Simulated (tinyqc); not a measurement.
# Polarisation charge from two barrier thicknesses

Inverse problem. Voff = phiB - dEc - q sigma d/(eps0 eb). Find sigma, phiB - dEc and the thickness at which Voff = 0.

Constants: q = 1.602176634e-19 C, eps0 = 8.8541878128e-14 F/cm where lengths are in cm. Results are converted to the units shown.

Voff at d = 13 and 39 nm (V): [-2.2603080, -8.2901241]
eb = 9.3578000

Solution. Voff is a straight line in d: its slope is -q sigma/(eps0 eb) and its intercept phiB - dEc.

sigma = 1.199e13 cm^-2
phiB - dEc = 0.7546 V
thickness for Voff = 0 = 3.254 nm

Computed by the program tinyqc: `OMP_NUM_THREADS=1 python tinyqc.py 2180015 2180016 out.jsonl`, one thread of a shared Intel Xeon 2.30GHz, about 0.01 s for the whole run.
